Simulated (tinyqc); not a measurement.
# Changing the channel doping C_B

Model: two-dimensional dopant profile at a mask edge: lateral junction, overlap and effective channel length. Computed by tinyqc, a small Python program. Command: `OMP_NUM_THREADS=1 python tinyqc.py 3030277 3030278 out.jsonl lateral sweep`. One thread of a shared host (Intel(R) Xeon(R) Processor @ 2.30GHz), about 0.01 s of CPU time with the checks.

Ions enter for y < 0; the mask (spacer, then gate) covers y > 0. x is the depth. The surface reflects dopant during the anneal.

Inputs (values chosen for the exercise, modelled on a source-drain extension in silicon):
```
quantity,value,unit
dose Q,1.4e+14,1/cm^2
projected range R_p,35,nm
vertical straggle,11,nm
lateral straggle,13,nm
anneal budget D t,2.1e-12,cm^2
gate length L_g,220,nm
offset spacer,9.8,nm
oxide thickness,2.7,nm
```

Constants: eps_0 = 8.8541878128e-12 F/m.

Method:
- Widths s_x^2 = (vertical straggle)^2 + 2 D t, s_y^2 = (lateral straggle)^2 + 2 D t. C(x, y) = V(x) (1/2) erfc(y/(sqrt2 s_y)), V(x) = Q/(sqrt(2 pi) s_x) [exp(-(x - R_p)^2/(2 s_x^2)) + exp(-(x + R_p)^2/(2 s_x^2))]; 1 nm = 1e-7 cm.
- The vertical junction far from the mask solves V(x) = C_B.
- The lateral junction at depth x solves C = C_B: y_j(x) = sqrt2 s_y erfc^-1(2 C_B/V(x)). Overlap under the gate = y_j(0) - spacer; metallurgical channel L_met = L_g - 2 overlap (tails from the two sides are not added).
- Abruptness at y_j(0) in nm per decade = ln(10) s_y sqrt(pi/2) exp(u^2) erfc(u), u = y_j/(sqrt2 s_y). Overlap capacitance per width = 3.9 eps_0 overlap/t_ox (zero if there is no overlap).

One run for each value:
```
channel doping C_B (1/cm^3),lateral junction y_j(0) (nm),vertical junction x_j (nm),metallurgical channel L_met (nm),lateral abruptness (nm/decade)
3.00e+16,70.09,120.0,99.4,17.58
6.80e+16,63.59,114.7,112.4,19.06
1.50e+17,56.75,109.1,126.1,20.88
3.40e+17,48.90,102.9,141.8,23.42
7.70e+17,39.98,96.0,159.6,27.06
1.70e+18,29.79,88.5,180.0,32.68
```

Over the rows, lateral junction y_j(0) (nm) falls from 70.1 to 29.8 (exponent d ln y / d ln x -0.12 between the first rows and -0.37 between the last); vertical junction x_j (nm) falls from 120 to 88.5 (exponent d ln y / d ln x -0.056 between the first rows and -0.10 between the last); metallurgical channel L_met (nm) rises from 99.4 to 180 (exponent d ln y / d ln x about 0.15 throughout). A heavier channel (or halo) pushes both junctions back along the tails, where the profile is less steep on a logarithmic scale. Left out: 3.90e18, 8.90e18, 2.00e19 (the surface is not inverted by the implant).

Caution (all rows): the profile peaks below the surface, where the junction reaches further under the gate than y_j(0); the overlap given is the one at the surface.

Extremes, crossings and ranges named in words are read from the listed rows.
